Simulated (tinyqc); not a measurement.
Thermionic-field emission through a Schottky barrier, WKB: current against forward bias.

Metal on an n-type semiconductor with one parabolic valley; V > 0 is forward bias (metal positive). Energies E are counted from the conduction edge of the neutral semiconductor, whose Fermi level lies at -xi; that of the metal lies at -xi - V. The barrier is a parabola of height Vd = phi - xi - V (depletion approximation, no image force).

Nc = 2 (2 pi me m0 kB T/h^2)^1.5 (times 1e-6 for cm^-3); Nd = Nc F12(-xi/Vt), F12(x) = (2/sqrt(pi)) int_0^infinity sqrt(u)/(1 + exp(u - x)) du; E00 = (hbar/2) sqrt(Nd/(me m0 eps0 eps_r)) in SI units (volts). For E < Vd, ln T(E) = -(Vd/E00) [sqrt(1 - y) - y ln((1 + sqrt(1 - y))/sqrt(y))], y = E/Vd; T(E) = 1 above. J = A* T (q/kB) int_0^infinity T(E) N(E) dE, N = ln[(1 + exp((-xi - E)/Vt))/(1 + exp((-xi - V - E)/Vt))], A* = 4 pi q me m0 kB^2/h^3 (times 1e-4 for A/(cm^2 K^2)). The integral is converged to the digits shown; the share over the barrier is that of E > Vd, and 0 means below 1e-6 %. n = (dV/d ln J)/Vt.

Values chosen for this exercise; band and dielectric values close to those of gallium arsenide:
```
symbol,value,unit,meaning
T,300,K,temperature
me,0.0662,m0,electron mass
eps_r,13,,relative permittivity
phi,0.43,eV,barrier height seen from the metal
Nd,3.3e18,cm^-3,donor density
```

Constants: q = 1.602176634e-19 C, kB = 1.380649e-23 J/K, eps0 = 8.8541878128e-12 F/m, hbar = 1.054571817e-34 J s, h = 6.62607015e-34 J s, m0 = 9.1093837015e-31 kg, Vt = kB T/q. Results are converted to the units shown.

Current against forward bias:

| V (V) | J (A/cm^2) | share over the barrier (%) | mean E/Vd | n |
|---|---|---|---|---|
| 0.103 | 5636 | 0.0400 | 0.3631 | 1.692 |
| 0.135 | 1.150e4 | 0.0685 | 0.3750 | 1.768 |
| 0.166 | 2.248e4 | 0.117 | 0.3889 | 1.810 |
| 0.197 | 4.333e4 | 0.201 | 0.4053 | 1.845 |
| 0.229 | 8.418e4 | 0.357 | 0.4249 | 1.884 |
| 0.26 | 1.579e5 | 0.632 | 0.4472 | 1.930 |
| 0.291 | 2.914e5 | 1.13 | 0.4733 | 1.989 |
| 0.323 | 5.365e5 | 2.12 | 0.5057 | 2.071 |

What does the comparison show?

J rises from 5640 to 5.37e5 A/cm^2, and n rises from 1.69 to 2.07. The Padovani-Stratton slope is (E00/Vt) coth(E00/Vt) = 1.59; the middle row is 19 % above it.

Range of the model: The depletion approximation, a parabolic band and the neglect of image-force lowering make these currents estimates at high doping.

tinyqc, about 0.03 s, one thread, Intel Xeon 2.30GHz (shared host): `OMP_NUM_THREADS=1 python tinyqc.py 2640004 2640005 out.jsonl`
